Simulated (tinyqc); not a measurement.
## Tunnelling through a gate dielectric, WKB transmission and Tsu-Esaki current: effect of temperature

Electrons leave the emitter at x = 0. Energies E (motion across the layers) are in eV from the emitter Fermi level; the collector Fermi level lies at -V and offers states at every E. No charge in the dielectric and no image force: F1 = V/t1, U = phi1 - F1 x. With C = hbar^2/(2 m0), kappa = sqrt(m (U - E)/C) where U > E and 0 elsewhere; T(E) = exp(-S), S = 2 times the integral of kappa over x.

Each layer adds (2/F) sqrt(m/C) [G(u at its left edge) - G(u at its right edge)] to S, with u = U - E (0 where negative) and G(u) = (2/3) u^1.5. J = J0 times the integral of T(E) N(E) dE, N = ln[(1 + exp(-E/Vt))/(1 + exp((-E - V)/Vt))], J0 = q^2 me m0 kB T/(2 pi^2 hbar^3) (times 1e-4 for A/cm^2 per eV), from E = -Ef to far above the barrier (T = 1 there), by quadrature converged to the digits shown. The share over the barrier is that of energies above the highest band edge; 0 means below 1e-6 %.

Inputs (values chosen for the exercise); dielectric values close to those of silicon dioxide: Fermi energy of the emitter above its band bottom Ef = 2.1 eV; emitter mass in the supply function me = 0.4 m0; barrier of layer 1 above the emitter Fermi level at zero bias phi1 = 3.12 eV; tunnelling mass of layer 1 m1 = 0.51 m0; thickness of layer 1 t1 = 3 nm; voltage across the dielectric V = 0.2 V.

Constants: q = 1.602176634e-19 C, kB = 1.380649e-23 J/K, hbar = 1.054571817e-34 J s, m0 = 9.1093837015e-31 kg, Vt = kB T/q, hbar^2/(2 m0) = 0.0380998212 eV nm^2. Results are converted to the units shown.

Result of one run:
```
T (K),J (A/cm^2),mean E of the current (eV),share over the barrier (%)
200,3.356e-9,-0.2428,0
```

What becomes of these results when the temperature T is changed from 200 to 300 K, all else the same?

Result of the changed run:
```
T (K),J (A/cm^2),mean E of the current (eV),share over the barrier (%)
300,3.436e-9,-0.2350,0
```

The whole series:
```
T (K),J (A/cm^2),mean E of the current (eV),share over the barrier (%)
50,3.298e-9,-0.2486,0
100,3.309e-9,-0.2475,0
200,3.356e-9,-0.2428,0
300,3.436e-9,-0.2350,0
400,3.553e-9,-0.2236,0
500,3.713e-9,-0.2085,0
600,3.924e-9,-0.1889,0
750,4.370e-9,-0.1493,6.40e-4
```

Between 50 and 300 K the current changes by a factor of 1.04, and between 300 and 750 K by 1.27; the mean energy of the current rises from -0.249 to -0.149 eV. The transmission grows by a factor e over d = 0.158 eV near E = 0, equal to kB T/q at 1840 K: far below that temperature the thermal tail adds little.

Program tinyqc, `OMP_NUM_THREADS=1 python tinyqc.py 2540172 2540173 out.jsonl`; Intel Xeon 2.30GHz, shared host, one thread, about 0.04 s.
